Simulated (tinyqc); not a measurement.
From results back to parameters: plasmons of a degenerate electron gas in the random-phase approximation. Two cases, with inputs chosen for the exercise.

Problem. At small q the plasmon follows E = Ep + B q^2 with B = (3/10)(hbar vF)^2/Ep, hbar vF = 2 c kF/m; n and m are hidden.

Zero temperature, parabolic band: kF = (3 pi^2 n)^(1/3), EF = c kF^2/m, Ep^2 = 8 pi c e2 n/(m eb), qTF^2 = 6 pi e2 n/(eb EF), c = hbar^2/2m0, e2 = e^2/(4 pi eps0), n in 1/angstrom^3 (1e-24 per 1/cm^3).

Constants: hbar^2/2m0 = 3.80998211 eV angstrom^2; e^2/(4 pi eps0) = 14.39964547 eV angstrom.

Find: hbar vF; kF; n; m.

Method. hbar vF = sqrt(B Ep/0.3); Ep^2 = (4 e2/(3 pi eb)) kF^2 hbar vF gives kF, then n and m.

Case 1.

Values chosen (out of a larger set: mass and background constant near those of GaN; polar phonons, which mix with the plasmon in the real crystal, and the rise of the mass with filling are left out; not measured data): eb = 5.32 (background dielectric constant).

Ep = 427.011 meV
B = 26.5816 eV angstrom^2

Solution.

hbar vF = 6.151 eV angstrom
kF = 0.1606 1/angstrom
n = 1.40e+20 1/cm^3
m = 0.199 m0

Case 2.

Values chosen (out of a larger set: a free-electron density near that of Al; not measured data): eb = 1 (background dielectric constant).

Ep = 15.7978 eV
B = 3.37673 eV angstrom^2

Solution.

hbar vF = 13.33 eV angstrom
kF = 1.750 1/angstrom
n = 1.81e+23 1/cm^3
m = 1.000 m0

Computed by tinyqc, one run a case: `OMP_NUM_THREADS=1 python tinyqc.py N N+1 out.jsonl` with N = 1651651, 1651686; one thread of a shared Intel(R) Xeon(R) Processor @ 2.30GHz, about 0.01 s a run at most.
